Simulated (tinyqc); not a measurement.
Three-phonon processes in a diatomic chain: dispersion, energy and momentum conservation, and decay channels of optical phonons: one step, computed by the program tinyqc. Command: `OMP_NUM_THREADS=1 python tinyqc.py 3121320 3121321 out.jsonl threeph walk`. One thread of a shared host (Intel(R) Xeon(R) Processor @ 2.30GHz), about 0.05 s of CPU time with the checks.

Cell length a, two atoms, one spring constant. x = q a/pi runs from -1 to 1; A and O are the acoustic and optical branches. Matrix elements are not computed: only conservation laws and occupation factors are followed.

Problem. Band edges. omega^2 = k (1/m + 1/M) -/+ k sqrt((1/m + 1/M)^2 - 4 sin^2(pi x/2)/(m M)); nu = 15.6333042 THz x sqrt(omega^2) for eV/(angstrom^2 u). Acoustic top sqrt(2 k/M), optical bottom sqrt(2 k/m), optical top sqrt(2 k (1/m + 1/M)).

Inputs (values chosen for the exercise, for a model chain): light mass m = 10.8 u; heavy mass M = 52.9 u; spring constant k = 14 eV/angstrom^2.

Constants: nu for 1 eV/(angstrom^2 u) = 15.6333042 THz.

Give: acoustic top; optical bottom; optical top; optical top over twice the acoustic top; optical bottom over twice the acoustic top; optical width over acoustic top.

Solution.

acoustic top = 11.37 THz

optical bottom = 25.17 THz

optical top = 27.62 THz

optical top over twice the acoustic top = 1.214

optical bottom over twice the acoustic top = 1.107

optical width over acoustic top = 0.2154

The zone-centre optical phonon lies above twice the acoustic top (M/m > 3), so its decay into two acoustic phonons is forbidden; at M/m > 4 energy alone forbids it for every optical phonon.
